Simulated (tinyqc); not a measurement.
Worked calculation: RKS/BLYP in the sto-6g basis, for BeH+, spin multiplicity 1. One step of it, computed by the program tinyqc.

Task: Iteration 2: building the Kohn-Sham matrix. J_ij = sum D_kl (ij|kl); F = H + J + V_xc; E = tr D H + tr D J / 2 + E_xc + E_nn.

D after iteration 1, lower triangle:
```
            1Be 1s    1Be 2s   1Be 2px   1Be 2py   1Be 2pz     2H 1s
1Be 1s    2.072966
1Be 2s   -0.268715  0.975396
1Be 2px   0.000000  0.000000  0.000000
1Be 2py   0.000000  0.000000  0.000000  0.000000
1Be 2pz  -0.194306  0.734175  0.000000  0.000000  0.555070
2H 1s    -0.075224  0.284104  0.000000  0.000000  0.207624  0.109480
```

core Hamiltonian H = T + V (hartree), lower triangle:
```
            1Be 1s     1Be 2s    1Be 2px    1Be 2py    1Be 2pz      2H 1s
1Be 1s   -8.304317
1Be 2s   -1.949390  -2.422400
1Be 2px   0.000000   0.000000  -1.947571
1Be 2py   0.000000   0.000000   0.000000  -1.947571
1Be 2pz  -0.015601  -0.132194   0.000000   0.000000  -2.048336
2H 1s    -0.413177  -1.003117   0.000000   0.000000  -1.089352  -1.897848
```

Two-electron integrals (ij|kl) in chemists' order, unique and non-zero (hartree):
```
(11|11) 2.299996   (21|11) 0.361879   (21|21) 0.071926   (22|11) 0.570332
(22|21) 0.139654   (22|22) 0.417773   (31|31) 0.015252   (32|31) 0.022555
(32|32) 0.092340   (33|11) 0.570332   (33|21) 0.139654   (33|22) 0.417773
(33|33) 0.450117   (41|41) 0.015252   (42|41) 0.022555   (42|42) 0.092340
(43|43) 0.024258   (44|11) 0.570332   (44|21) 0.139654   (44|22) 0.417773
(44|33) 0.401601   (44|44) 0.450117   (51|51) 0.015252   (52|51) 0.022555
(52|52) 0.092340   (53|53) 0.024258   (54|54) 0.024258   (55|11) 0.570332
(55|21) 0.139654   (55|22) 0.417773   (55|33) 0.401601   (55|44) 0.401601
(55|55) 0.450117   (61|11) 0.077539   (61|21) 0.014970   (61|22) 0.028965
(61|33) 0.028726   (61|44) 0.028726   (61|51) 0.001482   (61|52) 0.002880
(61|55) 0.029443   (61|61) 0.003296   (62|11) 0.189048   (62|21) 0.047042
(62|22) 0.153515   (62|33) 0.147695   (62|44) 0.147695   (62|51) 0.006558
(62|52) 0.038828   (62|55) 0.165156   (62|61) 0.010837   (62|62) 0.084547
(63|31) 0.004497   (63|32) 0.020564   (63|53) 0.006705   (63|63) 0.007672
(64|41) 0.004497   (64|42) 0.020564   (64|54) 0.006705   (64|64) 0.007672
(65|11) 0.204329   (65|21) 0.051482   (65|22) 0.175517   (65|33) 0.165209
(65|44) 0.165209   (65|51) 0.010592   (65|52) 0.060486   (65|55) 0.196134
(65|61) 0.012436   (65|62) 0.109917   (65|65) 0.147397   (66|11) 0.356388
(66|21) 0.090473   (66|22) 0.329818   (66|33) 0.306088   (66|44) 0.306088
(66|51) 0.014714   (66|52) 0.112297   (66|55) 0.377279   (66|61) 0.021546
(66|62) 0.231663   (66|65) 0.319498   (66|66) 0.774999
```

nuclear repulsion = 1.43311364 hartree

V_xc (hartree), lower triangle:
```
            1Be 1s     1Be 2s    1Be 2px    1Be 2py    1Be 2pz      2H 1s
1Be 1s   -1.504215
1Be 2s   -0.189452  -0.268885
1Be 2px   0.000000   0.000000  -0.259208
1Be 2py   0.000000   0.000000   0.000000  -0.259208
1Be 2pz  -0.008133  -0.080220   0.000000   0.000000  -0.288254
2H 1s    -0.044064  -0.139325   0.000000   0.000000  -0.176353  -0.364198
```

E_xc = sum of w rho eps_xc = -2.93040027 hartree

Give: Coulomb J; Kohn-Sham matrix F; total energy of this density.

Result:

Coulomb J (hartree), lower triangle:
```
         1Be 1s  1Be 2s  1Be 2px  1Be 2py  1Be 2pz  2H 1s
1Be 1s    5.666
1Be 2s    0.981   1.938
1Be 2px   0.000   0.000    1.919
1Be 2py   0.000   0.000    0.000    1.919
1Be 2pz   0.037   0.186    0.000    0.000    1.977
2H 1s     0.214   0.780    0.000    0.000    0.917  1.726
```

Kohn-Sham matrix F (hartree), lower triangle:
```
         1Be 1s  1Be 2s  1Be 2px  1Be 2py  1Be 2pz   2H 1s
1Be 1s   -4.143
1Be 2s   -1.158  -0.753
1Be 2px   0.000   0.000   -0.287
1Be 2py   0.000   0.000    0.000   -0.287
1Be 2pz   0.013  -0.027    0.000    0.000   -0.360
2H 1s    -0.243  -0.363    0.000    0.000   -0.348  -0.536
```

total energy of this density = -14.79726 hartree

This density is a damped mixture and is not idempotent.
